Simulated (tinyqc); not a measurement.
As the film thickens, and with more bath resistance: electroplating on a thin resistive seed layer: kinetics, Wagner number and the terminal effect across a wafer. Computed by tinyqc, a small Python program. Command: `OMP_NUM_THREADS=1 python tinyqc.py 3121222 3121223 out.jsonl terminal walk`. One thread of a shared host (Intel(R) Xeon(R) Processor @ 2.30GHz), about 0.05 s of CPU time with the checks.

Current enters the seed at the rim. The bath is treated as a local resistance per area (no lateral flow in the liquid), two electrons per ion, molar volume 7.11 cm^3/mol, Faraday constant F = e N_A, kinematic viscosity 0.01 cm^2/s, omega = 2 pi x rpm/60; k_B T/e is in volts.

Inputs (values chosen for the exercise, of the order of those for copper plating from an acid sulfate bath):
```
quantity                               value         unit
wafer radius R                           7.5           cm
seed thickness t                          10           nm
seed resistivity                          25  microohm cm
bath conductivity kappa                 0.19         S/cm
gap to the anode h                        10           cm
extra resistance of a porous plate         0     ohm cm^2
exchange current density i_0            0.17      mA/cm^2
cathodic transfer coefficient alpha     0.53            -
mean current density                     4.4      mA/cm^2
diffusivity of the metal ion         4.3e-06       cm^2/s
metal ion concentration                 0.84        mol/L
rotation rate                            100          rpm
temperature T                            298            K
```

Constants: e = 1.602176634e-19 C; N_A = 6.02214076e+23 1/mol; k_B = 8.617333262e-05 eV/K.

Method:
- Growth rate = i V_m/(2 F). Levich limit i_L = 0.62 x 2 F D^(2/3) omega^(1/2) nu^(-1/6) c. Tafel overpotential eta = (k_B T/(alpha e)) ln(i/i_0); kinetic resistance k_B T/(alpha e i); bath resistance h/kappa + plate; R_s = resistivity/t; Wagner number = kinetic resistance x kappa/R.
- Full model: seed potential phi(r) with (1/r)(r phi')' = R_s i, where i solves phi = R_b i + (k_B T/(alpha e)) ln(i/i_0) (phi being the driving voltage left at r); phi'(0) = 0 and phi'(R) = R_s i_mean R/2. Solved by collocation to a tolerance of 1e-7.
- The film is taken as uniform, with the seed resistivity; the last column adds 100 ohm cm^2 to R_b. Extra power of that plate = i^2 x 100 ohm cm^2 x area.

sheet resistance R_s = 25 ohm/square

bath resistance R_b = 52.6316 ohm cm^2

Edge over centre:
```
thickness (nm)  R_s (ohm/square)  as given  with 100 ohm cm^2 more
10                        25.000    15.543                  4.5219
15                        16.667     8.556                  3.0094
20                        12.500     5.888                  2.3895
30                         8.333     3.757                  1.8522
50                         5.000     2.425                  1.4775
100                        2.500     1.631                  1.2266
200                        1.250     1.296                  1.1103
```

extra power = 0.34212 W

The ratio falls below 1.1 in none of these rows as given, and in none of these rows with the added resistance: what counts is R_s R^2 against the sum of kinetic and bath resistance.
